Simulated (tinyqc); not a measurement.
Three surfaces against bond counting: Gupta-type many-body potential for a metal. Computed by tinyqc, a small Python program. Command: `OMP_NUM_THREADS=1 python tinyqc.py 3031519 3031520 out.jsonl gupta walk`. One thread of a shared host (Intel(R) Xeon(R) Processor @ 2.30GHz), about 0.02 s of CPU time with the checks.

E_i = sum_j A exp(-p (r_ij/r0 - 1)) - xi rho_i^gamma, with rho_i = sum_j exp(-2 q (r_ij/r0 - 1)); gamma = 1/2 is the tight-binding second-moment form. The crystal is fcc unless stated; d is the neighbour distance and a fixed number of shells is kept.

Inputs (values chosen for the exercise, modelled on lead):

| quantity | value | unit |
|---|---|---|
| repulsion A | 0.0947 | eV |
| hopping xi | 0.881 | eV |
| decay p | 9.55 | - |
| decay q | 3.71 | - |
| reference distance r0 | 3.501 | angstrom |
| shells kept | 3 | - |
| embedding exponent gamma | 0.5 | - |

Constants: 1 eV/angstrom^3 = 160.2176634 GPa; 1 eV/angstrom^2 = 16.02176634 J/m^2.

Method:
- fcc shells: d sqrt(k), k = 1..5, with 12, 6, 24, 12, 24 atoms; Omega = d^3/sqrt2.
- Equilibrium: dE/dd = 0; B = d^2 E''(d)/(9 Omega).
- Cut the crystal without relaxation; an atom in layer l keeps the neighbours that lie below the surface plane. Excess = E_i + E_c. Surface energy = sum of excesses over the layers, divided by the area per surface atom: (sqrt3/2) d^2 for (111), d^2 for (100), sqrt2 d^2 for (110).
- Bond counting with pair bonds charges E_c/12 for each missing nearest neighbour: 3, 4 and 6 per surface cell.

neighbour distance d = 3.46666 angstrom

cohesive energy E_c = 1.95401 eV

Surfaces:

| face | missing bonds | excess (eV) | bond counting (eV) | ratio | surface energy (J/m^2) |
|---|---|---|---|---|---|
| (111) | 3 | 0.12616 | 0.48850 | 0.25825 | 0.19421 |
| (100) | 4 | 0.17248 | 0.65134 | 0.26482 | 0.22995 |
| (110) | 6 | 0.27314 | 0.97700 | 0.27957 | 0.25749 |

What follows from these numbers?

The order of surface energies is (111) < (100) < (110), with (110)/(111) = 1.326 against 1.225 from counting first-neighbour bonds. The excess is 0.26 to 0.28 of the bond-counting value: atoms with fewer neighbours have stronger bonds. Further shells enter the excess but not the count. Caution: relaxation, left out here, lowers surface energies. Caution: fitted second-moment potentials usually give surface energies well below measured ones.
